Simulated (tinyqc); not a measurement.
From one set of inputs to another, one input at a time: solubility, supersaturation, precipitation and gettering of an impurity in a silicon-like host. Computed by tinyqc, a small Python program. Command: `OMP_NUM_THREADS=1 python tinyqc.py 3029690 3029691 out.jsonl ripen ladder`. One thread of a shared host (Intel(R) Xeon(R) Processor @ 2.30GHz), about 0.01 s of CPU time with the checks.

The wafer was saturated at T1 and is then held at T.

The inputs printed are set A. Inputs not listed in the table keep their values of set A, so the rows need not describe a real material.

Inputs (values chosen for the exercise, for a model impurity):
```
quantity                                   value    unit
site density N0                            5e+22  1/cm^3
enthalpy of solution H                      2.62      eV
entropy of solution S                        8.2     k_B
diffusion prefactor D0                    0.0012  cm^2/s
migration energy Q                         0.649      eV
temperature of saturation T1                1200       K
anneal temperature T                         845       K
sink density n                           4.7e+07  1/cm^3
initial sink radius r0                        77      nm
impurity density in the precipitate C_p  2.6e+22  1/cm^3
interface energy gamma                      0.34   J/m^2
anneal time t                                510       s
```

Constants: k_B = 8.617333262e-05 eV/K; k_B = 1.380649e-23 J/K.

Method:
- C_eq(T) = N0 exp(S/k_B - H/(k_B T)); D(T) = D0 exp(-Q/(k_B T)); C0 = C_eq(T1). Supersaturation s = C0/C_eq(T); critical radius r* = 2 gamma/(C_p k_B T ln s); barrier W* = (4 pi/3) gamma r*^2. Strain energy is left out.
- tau0 = 1/(4 pi n r0 D); C_fixed(t) = C_eq + (C0 - C_eq) exp(-t/tau0). If all excess precipitates, the final radius is r_f = [r0^3 + 3 (C0 - C_eq)/(4 pi n C_p)]^(1/3), with tau_f = 1/(4 pi n r_f D).
- Growing sinks: with y = r/r_f and y0 = r0/r_f, dy/dt = (1 - y^3)/(3 tau_f y), which integrates to t/tau_f = F(y) - F(y0), F(y) = (1/2) ln[(1 + y + y^2)/(1 - y)^2] - sqrt(3) arctan[(2y + 1)/sqrt(3)]; the share of the excess left is (1 - y^3)/(1 - y0^3), and C(t) = C_eq + (C0 - C_eq) x share.

Each row keeps all changes above it:
```
input moved                          from        to  supersaturation s  tau_f (s)  radius at t (nm)
set A                                   -         -         4.1955e+04     1124.4            82.940
sink density n (1/cm^3)          47000000  22000000         4.1955e+04     2100.7            83.524
enthalpy of solution H (eV)          2.62      2.86         1.1123e+05     2765.3            77.666
diffusion prefactor D0 (cm^2/s)    0.0012    0.0011         1.1123e+05     3016.7            77.615
anneal temperature T (K)              845       932         2.8441e+03     1312.8            78.273
anneal time t (s)                     510       520         2.8441e+03     1312.8            78.293
migration energy Q (eV)             0.649     0.519         2.8441e+03      260.2            80.417
initial sink radius r0 (nm)            77        40         2.8441e+03      407.6            48.444
```

Which inputs carry the difference?

Supersaturation s goes from 42000 to 2840, a factor 0.0678 in all. The largest single move comes from anneal temperature T (a factor 0.0256), and enthalpy of solution H works against it (a factor 2.65). tau_f goes from 1120 to 408, a factor 0.362 in all. The largest single move comes from migration energy Q (a factor 0.198), and sink density n works against it (a factor 1.87). Radius at t goes from 82.9 to 48.4, a factor 0.584 in all. The largest single move comes from initial sink radius r0 (a factor 0.602). The single moves hold for this order of the switches; the total does not depend on the order.

Caution (all rows): the barrier to homogeneous nucleation is below 35 k_B T for these inputs, so new precipitates would form and outnumber the fixed sinks assumed here.

Extremes, crossings and ranges named in words are read from the listed rows.
